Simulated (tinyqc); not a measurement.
## Model parameters from four stresses

Question. The threshold shift of a transistor under bias-temperature stress follows dV = A (V/V0)^g exp[-(Ea q/kB)(1/T - 1/T0)] (t/1 s)^n. Find n, A, g and Ea.

Inputs (values chosen for the exercise): reference stress voltage V0 = 1.3 V; reference temperature T0 = 373 K.

Constants: q = 1.602176634e-19 C, kB = 1.380649e-23 J/K. Results are converted to the units shown.

dV at (V0, T0, 10 s), (V0, T0, 1000 s), (1 V, T0, 1000 s) and (V0, 398 K, 1000 s) (mV): [18.162735, 41.608422, 12.124044, 50.588556]

Answer. Each pair differs in one condition, and the logarithm of its ratio gives one exponent.

n = 0.180
A = 12.0 mV
g = 4.70
Ea = 0.100 eV

Program tinyqc, `OMP_NUM_THREADS=1 python tinyqc.py 2070079 2070080 out.jsonl`; Intel Xeon 2.30GHz, shared host, one thread, about 0.01 s.
